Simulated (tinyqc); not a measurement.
Gap and mesh density: special k points of the simple cubic lattice.

Lattice vectors in units of a: a1 = (1, 0, 0), a2 = (0, 1, 0), a3 = (0, 0, 1); reciprocal vectors b_i with a_i . b_j = 2 pi delta_ij. Mesh: k = sum_i f_i b_i with f_i = (2 j_i + shift)/(2 N), j_i = 0 .. N-1. The point group of the lattice has 48 operations; only those that map the mesh onto itself are used.

A_m(k) = sum over the m-th star of lattice vectors R of cos(k . R), stars in order of length: m = 1: |R|^2 = 1, 6 vectors, such as (1, 0, 0) in the basis a_i; m = 2: |R|^2 = 2, 12 vectors, such as (1, 1, 0) in the basis a_i; m = 3: |R|^2 = 3, 8 vectors, such as (1, 1, 1) in the basis a_i; m = 4: |R|^2 = 4, 6 vectors, such as (2, 0, 0) in the basis a_i; m = 5: |R|^2 = 5, 24 vectors, such as (2, 1, 0) in the basis a_i; m = 6: |R|^2 = 6, 24 vectors, such as (2, 1, 1) in the basis a_i. The zone mean of every A_m is zero.

Test function, the lower band of a two-band insulator: E(k) = -sqrt(D^2 + (e0 - t A_1(k))^2).
Parameters, chosen for this exercise: t = 0.67 eV (coupling); e0 = 2.15 eV (offset).

D takes the values listed; errors against the unshifted mesh with N = 30, for unshifted meshes.

Errors (meV):
```
D (eV)  reference (eV)     N = 2    N = 4   N = 6  N = 8
0.2            -2.3094  -321.064  -12.339  -1.580  1.184
0.4            -2.3543  -313.716   -7.282  -1.239  0.585
1.5            -2.8685  -288.627   -0.531  -0.075  0.007
2.5            -3.5549  -262.858    0.131   0.001  0.000
4.0            -4.7702  -221.967    0.322   0.001  0.000
```

Give the missing row, D (eV) = 0.8.

Computed row:
```
D (eV)  reference (eV)     N = 2   N = 4   N = 6  N = 8
0.8            -2.4984  -303.196  -2.461  -0.516  0.101
```

The first listed N from which the error stays below 0.5 meV is none for D = 0.2, none for D = 0.4, 8 for D = 0.8, 6 for D = 1.5, 4 for D = 2.5, 4 for D = 4 eV. A larger D makes the function smoother, so its Fourier coefficients fall faster with |R|; single entries change sign along a column, so a small error on one coarse mesh can be a cancellation.

Program tinyqc; command `OMP_NUM_THREADS=1 python tinyqc.py 1681452 1681453 out.jsonl`; about 0.1 s on one thread of a shared Intel(R) Xeon(R) Processor @ 2.30GHz.
